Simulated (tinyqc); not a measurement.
Worked calculation: Rayleigh-quotient iteration on a symmetric matrix. One step of it, computed by the program tinyqc.

Problem. Step 2. solve (A - shift) w = v; v' = w/|w| with its largest component positive (the first on a tie); lambda = v'^T A v'; the next shift is lambda.

A:
```
          1          2          3          4          5
1  0.156000   0.594000   0.160000   0.235000   0.547000
2  0.594000   0.999000  -0.013000   0.097000  -0.003000
3  0.160000  -0.013000   1.223000   0.269000   0.297000
4  0.235000   0.097000   0.269000   2.717000  -0.104000
5  0.547000  -0.003000   0.297000  -0.104000   4.475000
```

vector after step 1: 0.382925  0.767143  0.320655  -0.363086  -0.173809

Rayleigh quotient after step 1 = 1.311533

Give: vector after step 2; Rayleigh quotient after step 2.

Solution.

vector after step 2: 0.420  0.885  0.110  -0.144  -0.084

Rayleigh quotient after step 2 = 1.259
